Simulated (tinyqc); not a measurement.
## Retention against time

Retention: filled traps are spread evenly in depth from E1 to E2, and each empties at the rate nu exp(-E/kB T). The share left is the mean of exp(-nu t exp(-E/kB T)) = [kB T/(E2 - E1)] [E1x(nu t exp(-E2/kB T)) - E1x(nu t exp(-E1/kB T))], E1x the exponential integral; traps shallower than about Ed = kB T ln(nu t) are empty.

Parameters, values chosen for the exercise:
- T = 300 K (storage temperature)
- E1 = 0.76 eV (shallowest trap depth)
- E2 = 2.09 eV (deepest trap depth)
- nu = 1e12 1/s (attempt frequency)

Constants: q = 1.602176634e-19 C, kB = 1.380649e-23 J/K, Vt = kB T/q. Results are converted to the units shown.

Results:
```
t (s)	Ed (eV)	share left
1	0.7143	0.9968
100	0.8334	0.9336
1e5	1.012	0.7993
1e6	1.071	0.7546
1e7	1.131	0.7098
1e8	1.191	0.6651
1e9	1.250	0.6203
```

Estimate the missing row, t = 10000 s.

Computed row:
```
t (s)	Ed (eV)	share left
10000	0.9524	0.8441
```

With this row back in the table: The share left falls from 0.997 to 0.620. Ed moves by 0.0595 eV a decade and reaches E1 at t = 5.85 s; from then on the loss is linear in log t, 4.48 % a decade, until Ed comes within a few kB T of E2, which it reaches at 1.29e23 s.

Program tinyqc, `OMP_NUM_THREADS=1 python tinyqc.py 2130132 2130133 out.jsonl`; Intel Xeon 2.30GHz, shared host, one thread, about 0.06 s.
